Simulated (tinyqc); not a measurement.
Wafer bonding and layer transfer: bond energy, gap closing, particles, bonding of dissimilar wafers and hydrogen blisters: one step, computed by the program tinyqc. Command: `OMP_NUM_THREADS=1 python tinyqc.py 3012892 3012893 out.jsonl bond walk`. One thread of a shared host (Intel(R) Xeon(R) Processor @ 2.30GHz), about 0.01 s of CPU time with the checks.

gamma is the energy per area of each of the two surfaces; plates are isotropic.

Question. Bond energy from the blade test. Two cantilevers opened by t_b: gamma = 3 t_b^2 E1 t1^3 E2 t2^3/(16 L^4 (E1 t1^3 + E2 t2^3)).

Inputs (values chosen for the exercise, with wafer 1 close to silicon):
```
quantity,value,unit
Young's modulus E1,161,GPa
Young's modulus E2,88.3,GPa
thickness t1,775,micrometre
thickness t2,350,micrometre
blade thickness t_b,100,micrometre
crack length L,16.4,mm
```

Pair: two different wafers.

Give: bond energy gamma.

Answer.

bond energy gamma = 0.09341 J/m^2

An error of 5 % in L changes gamma by about 20 %. This is the level of van der Waals or hydrogen bonds, as after contact at room temperature.
